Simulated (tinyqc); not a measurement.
From results to parameters: diatomic chain. Computed by the program tinyqc.

Problem. A chain of two alternating masses has one spring constant k; at the zone edge omega^2 = 2k/M and 2k/m, and wavenumber = 521.4708 sqrt(omega^2) with omega^2 in eV/(angstrom^2 u). Find k, the heavier mass and the optical wavenumber at q = 0.

wavenumbers at the zone edge (cm^-1): 173.197207  517.732610
lighter mass = 14.000000 u

Solution. The upper value gives k = m omega^2/2, the ratio of the squares gives M/m, and at q = 0 omega^2 = 2k (1/m + 1/M), the sum of the two.

k = 6.9000 eV/angstrom^2
heavier mass = 125.1000 u
optical wavenumber at q = 0 = 545.934 cm^-1
